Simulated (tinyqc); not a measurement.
Extended Hueckel theory, for H6+, step by step. The parameters take no account of the charge, which enters only through the electron count. One step of it, computed by the program tinyqc.

Question. Mulliken analysis. P = C n C^T; charge = valence electrons (H 1) minus the sum of (P S)_ii on the atom; overlap population = 2 sum P_ij S_ij between two atoms.

coefficients:
```
            MO1        MO2        MO3        MO4        MO5        MO6
1H 1s  0.196671   0.372590  -0.434946   0.673241  -0.806061   0.544795
2H 1s  0.271056   0.382258  -0.229162  -0.467610   0.959629  -0.884556
3H 1s  0.338792   0.111736   0.435834  -0.645231  -0.299844   1.209497
4H 1s  0.338792  -0.111736   0.435834   0.645231  -0.299844  -1.209497
5H 1s  0.271056  -0.382258  -0.229162   0.467610   0.959629   0.884556
6H 1s  0.196671  -0.372590  -0.434946  -0.673241  -0.806061  -0.544795
```

occupations: 2.000000  2.000000  1.000000  0.000000  0.000000  0.000000

overlap S, lower triangle:
```
          1H 1s     2H 1s     3H 1s     4H 1s     5H 1s     6H 1s
1H 1s  1.000000
2H 1s  0.639795  1.000000
3H 1s  0.142461  0.428712  1.000000
4H 1s  0.039582  0.142695  0.640477  1.000000
5H 1s  0.005008  0.021267  0.142695  0.428712  1.000000
6H 1s  0.001042  0.005008  0.039582  0.142461  0.639795  1.000000
```

Give: charges; Overlap populations.

Answer.

charges: 1H 0.1437, 2H 0.1241, 3H 0.2322, 4H 0.2322, 5H 0.1241, 6H 0.1437

Overlap populations:

| pair | value |
|---|---|
| 2-1 | 0.628461 |
| 3-1 | 0.007681 |
| 3-2 | 0.145085 |
| 4-1 | -0.011049 |
| 4-2 | -0.000467 |
| 4-3 | 0.505390 |
| 5-1 | -0.000787 |
| 5-2 | -0.003946 |
| 5-3 | -0.000467 |
| 5-4 | 0.145085 |
| 6-1 | -0.000023 |
| 6-2 | -0.000787 |
| 6-3 | -0.011049 |
| 6-4 | 0.007681 |
| 6-5 | 0.628461 |
